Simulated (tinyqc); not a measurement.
Worked calculation: bound state in one dimension: Numerov shooting, finite differences, DVR. Computed by tinyqc, a small Python program that keeps every step. Settings: points = 64. Command: `OMP_NUM_THREADS=1 python tinyqc.py 24881 24882 out.jsonl` (the two numbers bound the seeds that draw the settings). One thread of a shared host (Intel(R) Xeon(R) Processor @ 2.60GHz), about 0.01 s of CPU time with the checks.

## Numerov steps at E = 0.1

One particle of mass 1 in V = 1.49^2 x^2/2 + 0 x^4 (atomic units), psi = 0 at both ends:
```
parameter                 value
left end              -4.500000
right end              4.500000
intervals                    64
h                      0.140625
state sought (nodes)          1
```

k_i = 2 m (E - V_i); (1 + h^2 k_(i+1)/12) y_(i+1) = 2 (1 - 5 h^2 k_i/12) y_i - (1 + h^2 k_(i-1)/12) y_(i-1), from y_0 = 0, y_1 = 0.001.

Points along the way:
```
i         x        V         k          y
0   -4.5000  22.4785  -44.7570     0.0000
1   -4.3594  21.0956  -41.9911     0.0010
2   -4.2188  19.7565  -39.3130     0.0029
3   -4.0781  18.4614  -36.7227     0.0071
4   -3.9375  17.2101  -34.2202     0.0168
5   -3.7969  16.0028  -31.8055     0.0384
21  -1.5469   2.6562   -5.1123   428.2697
22  -1.4062   2.1952   -4.1903   604.4347
23  -1.2656   1.7781   -3.3562   830.5404
24  -1.1250   1.4049   -2.6098  1111.5360
25  -0.9844   1.0756   -1.9513  1449.5919
26  -0.8438   0.7903   -1.3805  1843.2345
```

## Bisection on the node count

With more sign changes than the state has nodes (the last point included) the energy is too high, else too low; the bracket starts as 0.1 to 12.

Trials:
```
trial         E  sign changes  y at the right end   next
1      6.050000             4            5.72e+03  lower
2      3.075000             2            1.63e+06  lower
3      1.587500             1           -5.66e+07  raise
4      2.331250             2            1.82e+06  lower
5      1.959375             1           -1.22e+07  raise
6      2.145313             1           -2.65e+06  raise
7      2.238281             2            7.88e+04  lower
8      2.191797             1           -1.15e+06  raise
9      2.215039             1           -5.00e+05  raise
10     2.226660             1           -2.03e+05  raise
11     2.232471             1           -6.01e+04  raise
12     2.235376             2            9.85e+03  lower
13     2.233923             1           -2.50e+04  raise
14     2.234650             1           -7.54e+03  raise
...         ...           ...                 ...    ...
29     2.234964             1           -2.32e-01  raise
30     2.234964             2            3.37e-02  lower
31     2.234964             1           -9.90e-02  raise
```

eigenvalue = 2.234964 hartree

## The same grid by other methods

Three-point finite differences and the sine-DVR kinetic matrix of Colbert and Miller on the same points.

Lowest levels (hartree):
```
state  finite differences     DVR
0                  0.7436  0.7450
1                  2.2281  2.2350
2                  3.7071  3.7250
3                  5.1805  5.2150
```
